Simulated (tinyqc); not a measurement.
CID on RHF in the sto-3g basis, frozen core, for BeH+, spin multiplicity 1, step by step. One step of it, computed by the program tinyqc.

Question. Integrals over molecular orbitals. (pq|rs) = sum C_ip C_jq C_kr C_ls (ij|kl), one index at a time.

coefficients C:
```
               MO1        MO2        MO3       MO4        MO5        MO6
1Be 1s    0.992940  -0.192561  -0.200908  0.000000   0.000000   0.119327
1Be 2s    0.026488   0.591148   0.754321  0.000000   0.000000  -0.640992
1Be 2px   0.000000   0.000000   0.000000  0.055169   0.998477   0.000000
1Be 2py   0.000000   0.000000   0.000000  0.998477  -0.055169   0.000000
1Be 2pz  -0.001854   0.282601  -0.621879  0.000000   0.000000  -0.939801
2H 1s    -0.002647   0.494312  -0.278828  0.000000   0.000000   1.127643
```

core Hamiltonian H = T + V (hartree):
```
            1Be 1s     1Be 2s    1Be 2px    1Be 2py    1Be 2pz      2H 1s
1Be 1s   -8.213891  -2.022252   0.000000   0.000000  -0.013879  -0.366323
1Be 2s   -2.022252  -2.435650   0.000000   0.000000  -0.126785  -0.944582
1Be 2px   0.000000   0.000000  -1.935743   0.000000   0.000000   0.000000
1Be 2py   0.000000   0.000000   0.000000  -1.935743   0.000000   0.000000
1Be 2pz  -0.013879  -0.126785   0.000000   0.000000  -2.031570  -1.039378
2H 1s    -0.366323  -0.944582   0.000000   0.000000  -1.039378  -1.848659
```

Two-electron integrals (ij|kl) in chemists' order, unique and non-zero (hartree):
```
(11|11) 2.298831   (21|11) 0.392036   (21|21) 0.079539   (22|11) 0.570988
(22|21) 0.143041   (22|22) 0.417683   (31|31) 0.014607   (32|31) 0.021888
(32|32) 0.092265   (33|11) 0.569578   (33|21) 0.143083   (33|22) 0.417589
(33|33) 0.449859   (41|41) 0.014607   (42|41) 0.021888   (42|42) 0.092265
(43|43) 0.024249   (44|11) 0.569578   (44|21) 0.143083   (44|22) 0.417589
(44|33) 0.401360   (44|44) 0.449859   (51|51) 0.014607   (52|51) 0.021888
(52|52) 0.092265   (53|53) 0.024249   (54|54) 0.024249   (55|11) 0.569578
(55|21) 0.143083   (55|22) 0.417589   (55|33) 0.401360   (55|44) 0.401360
(55|55) 0.449859   (61|11) 0.068865   (61|21) 0.013965   (61|22) 0.025333
(61|33) 0.025157   (61|44) 0.025157   (61|51) 0.001231   (61|52) 0.002328
(61|55) 0.025697   (61|61) 0.002570   (62|11) 0.177010   (62|21) 0.045046
(62|22) 0.144608   (62|33) 0.139007   (62|44) 0.139007   (62|51) 0.005878
(62|52) 0.036967   (62|55) 0.155679   (62|61) 0.008751   (62|62) 0.076408
(63|31) 0.004003   (63|32) 0.019060   (63|53) 0.006294   (63|63) 0.006748
(64|41) 0.004003   (64|42) 0.019060   (64|54) 0.006294   (64|64) 0.006748
(65|11) 0.193681   (65|21) 0.049866   (65|22) 0.167754   (65|33) 0.157827
(65|44) 0.157827   (65|51) 0.009493   (65|52) 0.057329   (65|55) 0.187439
(65|61) 0.010091   (65|62) 0.100523   (65|65) 0.136101   (66|11) 0.345269
(66|21) 0.089401   (66|22) 0.322371   (66|33) 0.299214   (66|44) 0.299214
(66|51) 0.013259   (66|52) 0.109068   (66|55) 0.368409   (66|61) 0.017752
(66|62) 0.219110   (66|65) 0.305245   (66|66) 0.774606
```

Give: one-electron integrals over orbitals h = C^T H C; Two-electron integrals over orbitals.

Answer.

one-electron integrals over orbitals h = C^T H C (hartree):
```
        1       2       3       4       5       6
1  -8.204   0.165   0.201   0.000   0.000  -0.074
2   0.165  -2.123  -0.018   0.000   0.000   0.198
3   0.201  -0.018  -1.923   0.000   0.000  -0.057
4   0.000   0.000   0.000  -1.936   0.000   0.000
5   0.000   0.000   0.000   0.000  -1.936   0.000
6  -0.074   0.198  -0.057   0.000   0.000  -1.633
```

Two-electron integrals over orbitals (pq|rs), unique and non-zero (hartree); the lowest 1 orbital is frozen and left out:
```
(22|22) 0.503    (32|22) -0.068   (32|32) 0.043    (33|22) 0.321
(33|32) 0.032    (33|33) 0.456    (42|42) 0.044    (43|42) 0.032
(43|43) 0.051    (44|22) 0.360    (44|32) 0.026    (44|33) 0.395
(44|44) 0.450    (52|52) 0.044    (53|52) 0.032    (53|53) 0.051
(54|54) 0.024    (55|22) 0.360    (55|32) 0.026    (55|33) 0.395
(55|44) 0.401    (55|55) 0.450    (62|22) 0.044    (62|32) -0.049
(62|33) -0.024   (62|44) -0.062   (62|55) -0.062   (62|62) 0.122
(63|22) -0.056   (63|32) 0.037    (63|33) 0.056    (63|44) 0.023
(63|55) 0.023    (63|62) -0.052   (63|63) 0.054    (64|42) -0.029
(64|43) -0.012   (64|64) 0.025    (65|52) -0.029   (65|53) -0.012
(65|65) 0.025    (66|22) 0.504    (66|32) -0.069   (66|33) 0.349
(66|44) 0.364    (66|55) 0.364    (66|62) 0.075    (66|63) -0.058
(66|66) 0.544
```
